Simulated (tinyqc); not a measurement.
# From remote-phonon mobility back to temperature T

Model: scattering of inversion-layer electrons by surface optical phonons of the gate insulator (remote phonon scattering). Computed by tinyqc, a small Python program. Command: `OMP_NUM_THREADS=1 python tinyqc.py 3110180 3110181 out.jsonl sophonon inv`. One thread of a shared host (Intel(R) Xeon(R) Processor @ 2.30GHz), about 0.04 s of CPU time with the checks.

One subband with the Fang-Howard envelope; insulator and channel are half-spaces, the gate is far away, and an interlayer only moves the polar surface away by t (its own modes and its permittivity contrast are left out).

Inputs (values chosen for the exercise, modelled on SiO2 on In0.53Ga0.47As):
```
quantity,value,unit
static constant of the insulator eps_0s,3.83,-
intermediate constant eps_i,3.02,-
optical constant eps_inf,2.47,-
hbar omega_TO1,54.1,meV
hbar omega_TO2,140,meV
constant of the channel eps_s,13.9,-
in-plane mass m,0.0423,m_0
valleys g_v,1,-
sheet density n,1.3e+12,1/cm^2
mean distance of the electrons z0 = 3/b,2.6,nm
interlayer thickness t,0.81,nm
mobility from other processes,4320,cm^2/(V s)
```

Screening by the channel electrons: none.

Constants: k_B = 8.617333262e-05 eV/K; hbar^2/(2 m_0) = 3.80998212 eV angstrom^2; e^2/(4 pi eps_0) = 14.39964548 eV angstrom; hbar = 6.582119569e-16 eV s; e = 1.602176634e-19 C; m_0 = 9.1093837015e-31 kg.

Method:
- eps(w) = eps_inf + (eps_0s - eps_i) w1^2/(w1^2 - w^2) + (eps_i - eps_inf) w2^2/(w2^2 - w^2). Surface modes solve eps(w) + eps_s = 0, a quadratic in w^2; the strength of a mode is g = 2/(w d eps/dw).
- Occupation N = 1/(exp(hbar w/(k_B T)) - 1).
- Density of states D = g_v m/(pi hbar^2); eta = E_F/(k_B T) = ln(exp(n/(D k_B T)) - 1); screening wave number q_s = e^2 D/(2 eps_0 eps_avg) x 1/(1 + exp(-eta)), eps_avg = (eps_s + eps_inf)/2; b = 3/z0.
- For a mode of strength g, without the occupation factor, Area x |M(q)|^2 = e^2 hbar w g/(2 eps_0 q) x (b/(b + q))^6 exp(-2 q t).
- Approximate momentum relaxation rate, taking tau v alike in the initial and final states: 1/tau = (m/(2 pi hbar^3)) sum over modes and over absorption (N, E' = E + hbar w) and emission (N + 1, E' = E - hbar w > 0) of [(1 - f(E'))/(1 - f(E))] int_0^(2 pi) Area |M(q)|^2 (1 - cos theta) d theta, q^2 = k^2 + k'^2 - 2 k k' cos theta, f the Fermi function; 48 midpoints in theta from 0 to pi.
- mu = (e/m) int tau E f (1 - f) dE/(k_B T int f dE), by 300 midpoints from 0 to (max(eta, 0) + 14) k_B T; Matthiessen sum with the other processes.

Task: A run gave the result below. Find the temperature T, known to lie between 150 and 260 K.

remote-phonon mobility = 947156 cm^2/(V s)

Result:

Each step takes the trial c = (a f_b - b f_a)/(f_b - f_a), f being the result less the target and a, b, c the logarithms of the listed values; c replaces end b, the old b replaces a if the sign of f changed, and otherwise f_a is halved.

Scan of the range:
```
temperature T (K),remote-phonon mobility (cm^2/(V s))
150,2.20146e+06
164,1.57971e+06
180,1.16391e+06
197,8.94916e+05
216,7.15046e+05
237,5.79613e+05
260,4.87136e+05
```

False position (Illinois rule, in the logarithm of the input) inside the bracket:
```
step,end a,end b,trial,remote-phonon mobility (cm^2/(V s))
1,180.000,197.000,193.577,941735
2,180.000,193.577,192.908,949414
3,193.577,192.908,193.105,947103
4,192.908,193.105,193.100,947155
5,192.908,193.100,193.100,947157
6,193.100,193.100,193.100,947156
```

Remote-phonon mobility falls at every point of a 13-point scan of the range (every second point is shown), so one value fits; it is bracketed by 180 and 197. Answer: temperature T = 193.1 K.

Caution: a relaxation time is only an approximation for inelastic scattering, and static or no screening brackets the true dynamic screening only roughly.
